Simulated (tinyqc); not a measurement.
# Two-valley model of the transferred-electron effect, step by step

A worked calculation. Computed by tinyqc, a small Python program that keeps every step. Command: `OMP_NUM_THREADS=1 python tinyqc.py 3008219 3008220 out.jsonl gunn walk`. One thread of a shared host (Intel(R) Xeon(R) Processor @ 2.30GHz), about 0.01 s of CPU time with the checks. Intermediate numbers are printed to about 6 digits and carried at full precision; extremes and crossings named in words are read from the listed rows.

Both kinds of valley share one electron temperature T_e, and each has a constant mobility.

Inputs (values chosen for the exercise, modelled on GaN):
```
quantity                         value        unit
central-valley mass m1            0.21         m_0
satellite-valley mass m2          0.43         m_0
satellite valleys Z                  6           -
valley separation dE               1.2          eV
central-valley mobility mu1       1000  cm^2/(V s)
satellite-valley mobility mu2       60  cm^2/(V s)
energy relaxation time tau_E      0.08          ps
lattice temperature T              200           K
electric field F                    21       kV/cm
mixing                             0.1           -
iteration cap                      600           -
doping n                       2.7e+16      1/cm^3
device length L                      3  micrometre
permittivity eps                   9.7           -
```

Solver: damped fixed point.

Constants: k_B = 8.617333262e-05 eV/K; eps_0 = 8.8541878128e-12 F/m; e = 1.602176634e-19 C.

## Equilibrium

Density-of-states ratio R = Z (m2/m1)^(3/2); n2/n1 = R exp(-dE/(k_B T_e)); mean mobility mu = (mu1 + mu2 n2/n1)/(1 + n2/n1); energy balance e mu F^2 = (3/2) k_B (T_e - T)/tau_E; v = mu F.

R = 17.5802

n2/n1 without field = 1.01474e-29

low-field mobility = 1000 cm^2/(V s)

dE is 69.6 k_B T, so the satellites are empty without field.

## First two iterations

Fixed point from T_e = T: T_out = T + (2/3) e mu(T_e) F^2 tau_E/k_B, T_new = T_e + mixing (T_out - T_e); stop when |T_out - T_e| is below 1e-6 K.

T_out of iteration 1 = 472.938 K

T_e after iteration 1 = 227.294 K

mu at that T_e = 1000 cm^2/(V s)

T_e after iteration 2 = 251.858 K

## Electron temperature

The formulas are those given above.

Course of the iteration:
```
iteration  T_e (K)  mu (cm^2/(V s))  |T_out - T_e| (K)
1          200.000             1000        2.72938e+02
2          227.294             1000        2.45644e+02
3          251.858             1000        2.21080e+02
4          273.966             1000        1.98972e+02
5          293.863             1000        1.79075e+02
6          311.771             1000        1.61167e+02
7          327.888             1000        1.45051e+02
...            ...              ...                ...
180        472.938             1000        1.75984e-06
181        472.938             1000        1.58386e-06
182        472.938             1000        1.42547e-06
183        472.938             1000        1.28292e-06
184        472.938             1000        1.15463e-06
185        472.938             1000        1.03917e-06
186        472.938             1000        9.35252e-07
```

electron temperature T_e = 472.938 K

Converged in 186 iterations.

## Velocity

The formulas are those given above.

share in the satellites = 2.86714e-10 %

mean mobility = 1000 cm^2/(V s)

drift velocity = 2.1 1e7 cm/s

## Peak, valley and negative differential mobility

Using T_e as the parameter, F(T_e) = sqrt(3 k_B (T_e - T)/(2 e mu tau_E)) and v = mu F; find the first maximum and the next minimum of v, and the most negative dv/dF between them.

threshold field = 91.5161 kV/cm

peak velocity = 6.41816 1e7 cm/s

T_e at the threshold = 3835.25 K

field of the velocity minimum = 212.688 kV/cm

valley velocity = 6.04698 1e7 cm/s

peak-to-valley ratio = 1.06138

most negative differential mobility = -52.3750 cm^2/(V s)

At the threshold k_B T_e is dE/3.6. The field of this run lies below the threshold. Caution: T_e at the threshold exceeds 3000 K, outside the range of a Maxwellian in parabolic valleys.

## Does a domain form?

Space charge grows at the rate n e |mu_d|/(eps eps_0) during the transit time L/v, with v the valley velocity; Kroemer's criterion asks n L > eps eps_0 v/(e |mu_d|). Transit frequency v/L.

critical n L = 6.18906e+12 1/cm^2

n L of the device = 8.10e+12 1/cm^2

transit frequency = 201.566 GHz

n L is 1.31 times the critical product: a borderline case, which this order-of-magnitude rule cannot settle.

## Velocity against field

The formulas are those given above.

The curve:
```
F (kV/cm)  T_e (K)  share in the satellites (%)  v (1e7 cm/s)  low-field line (1e7 cm/s)
2.1         202.73                  2.59098e-27       0.21000                       0.21
5.2         216.74                  2.19402e-25       0.52000                       0.52
10.0        261.89                  1.42051e-20       1.00000                       1.00
15.0        339.25                  2.62102e-15       1.50000                       1.50
21.0        472.94                  2.86714e-10       2.10000                       2.10
29.0        720.50                  7.09968e-06       2.90000                       2.90
42.0       1291.38                  3.64508e-02       4.19856                       4.20
63.0       2508.82                  6.39348e+00       5.92138                       6.30
100.0      4162.93                  3.82648e+01       6.40311                      10.00
210.0      8059.55                  7.57489e+01       6.04718                      21.00
```

v falls between 100 and 210 kV/cm, while the share in the slow valleys goes from 38 to 76 %: transfer outruns the rise of the field. With constant mobilities n2/n1 tends to R and v ends on the line (mu1 + R mu2) F/(1 + R), a mobility of 111; real satellites saturate instead. Rows with T_e above 3000 K lie outside the range of a Maxwellian in parabolic valleys.

Checks made by the program: field recovered from T_e by the energy balance (relative difference 2e-09).
